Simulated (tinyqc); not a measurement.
Berg model of reactive sputtering of a nitride or oxide: poisoning, hysteresis and pumping speed. Which input was changed? Computed by tinyqc, a small Python program. Command: `OMP_NUM_THREADS=1 python tinyqc.py 3022311 3022312 out.jsonl berg which`. One thread of a shared host (Intel(R) Xeon(R) Processor @ 2.30GHz), about 0.3 s of CPU time with the checks.

A diatomic gas reacts with bare metal on the target and on the collecting surfaces; ions remove metal and compound from the target. theta_t and theta_c are the compound fractions.

Inputs (values chosen for the exercise, close to those used for aluminium nitride):

| quantity | value | unit |
|---|---|---|
| ion current density J | 15 | mA/cm^2 |
| target area A_t | 250 | cm^2 |
| collecting area A_c | 2700 | cm^2 |
| metal yield Y_m | 1 | - |
| compound yield Y_c | 0.17 | - |
| sticking coefficient alpha | 0.27 | - |
| reactive atoms per metal atom z | 1 | - |
| gas mass M | 28 | u |
| pumping speed S | 130 | l/s |
| gas temperature T | 300 | K |
| reactive partial pressure P | 0.084 | Pa |

Constants: e = 1.602176634e-19 C; u = 1.6605390666e-27 kg; k_B = 1.380649e-23 J/K.

Method:
- Ion flux j = J/e; gas flux F = P/sqrt(2 pi M k_B T). Target: (2/z) alpha F (1 - theta_t) = j Y_c theta_t. Sputtered flows F_c = j Y_c theta_t A_t, F_m = j Y_m (1 - theta_t) A_t. Collector: (2/z) alpha F (1 - theta_c) A_c + F_c (1 - theta_c) = F_m theta_c. Gas use Q = alpha F [(1 - theta_t) A_t + (1 - theta_c) A_c] + P S/(k_B T); 1 sccm = 4.4780e17 molecules/s. Rate R = F_m + F_c, given relative to j Y_m A_t.
- P is a single-valued function of the flow Q only if dQ/dP > 0 everywhere: S must exceed k_B T times the steepest fall of the surface terms with P.
- Turning points solve dQ/dP = 0; a jump keeps Q fixed; the width of the loop is the difference of the two turning flows.

Question. One of these inputs alone was changed, within the range given: target area A_t (125 to 500); collecting area A_c (1350 to 5400); pumping speed S (65 to 260); reactive partial pressure P (0.042 to 0.168). Which one, and to what value?

Results:

| run | width of the loop (sccm) | rate relative to clean metal | pressure of the steepest fall (Pa) |
|---|---|---|---|
| before | 1.425832 | 0.2602852 | 0.01689422 |
| after | 2.072518 | 0.2602852 | 0.01689422 |

Answer.

Each candidate set to reproduce width of the loop, and what it then gives:

| candidate | range searched | value needed | rate relative to clean metal | pressure of the steepest fall (Pa) |
|---|---|---|---|---|
| target area A_t (cm^2) | 125 to 500 | 364.9 | 0.26029 | 0.020346 |
| collecting area A_c (cm^2) | 1350 to 5400 | 3611 | 0.26029 | 0.014677 |
| pumping speed S (l/s) | 65 to 260 | 96.90 | 0.26029 | 0.016894 |
| reactive partial pressure P (Pa) | 0.042 to 0.168 | no effect | - | - |

Only pumping speed S fits every result: it went from 130 to 96.9 l/s. The next best candidate, collecting area A_c, misses one result by 13 %.
